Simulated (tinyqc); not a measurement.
Worked calculation: RHF in the 3-21g basis, for H-, spin multiplicity 1. The basis has no diffuse functions, so it cannot describe the extra electron: this is an exercise in the method, not the real anion. One step of it, computed by the program tinyqc.

Question. Iteration 7 (converged): orbitals. Diagonalise F' = X^T F X, C = X C', fill 1 alpha and 1 beta electrons from the bottom; D = 2 C_occ C_occ^T. Each column has its largest component positive (the first on a tie).

converged F (hartree), order 1H 1s, 1H 2s:
```
[[0.754879, -0.113830],
 [-0.113830, 0.116972]]
```

X, order 1H 1s, 1H 2s:
```
[[1.188287, 0.551167],
 [-1.188287, 0.551167]]
```

Give: F' = X^T F X; orbital energies; coefficients C; D after iteration 7.

Answer.

F' = X^T F X (hartree):
```
[[1.5525, 0.4178],
 [0.4178, 0.1957]]
```

orbital energies (hartree): [0.0774, 1.6709]

coefficients C, order 1H 1s, 1H 2s:
```
[[0.2065, 1.2935],
 [0.8541, -0.9931]]
```

D after iteration 7, order 1H 1s, 1H 2s:
```
[[0.0853, 0.3528],
 [0.3528, 1.4590]]
```
